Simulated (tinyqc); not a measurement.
Photoconductance decay in a wafer: bulk and surface recombination modes, and iron detection by pair splitting: one step, computed by the program tinyqc.

Both faces of the wafer have the same S; injection is low and all coefficients are constant. x runs from -W/2 to W/2.

Task: Effective lifetime. Even modes cos(a x) obey b tan b = S W/(2 D) with b = a W/2, odd modes sin(a x) obey -b cot b = S W/(2 D); each decays at the rate 1/tau_b + D a^2. tau_eff is the decay time of the first mode. The surface time is 1/(D a^2) of that mode; shortcuts for it are W/(2 S), W^2/(pi^2 D) and their sum, whose error is sum/surface time - 1.

Inputs (values chosen for the exercise, modelled on p-type silicon):
```
quantity                          value         unit
thickness W                         300   micrometre
diffusivity D                      30.4       cm^2/s
bulk lifetime tau_b without iron    6.2  microsecond
surface recombination velocity S     34         cm/s
```

Give: tau_eff; surface time; W/(2 S); W^2/(pi^2 D); error of the sum; tau_eff/tau_b.

Result:

tau_eff = 6.115 microsecond

surface time = 443.6 microsecond

W/(2 S) = 441.2 microsecond

W^2/(pi^2 D) = 3.000 microsecond

error of the sum = 0.1194 %

tau_eff/tau_b = 0.9862

The surfaces are slow against diffusion, so W/(2 S) is the larger part. tau_eff is within 1.4 % of tau_b.
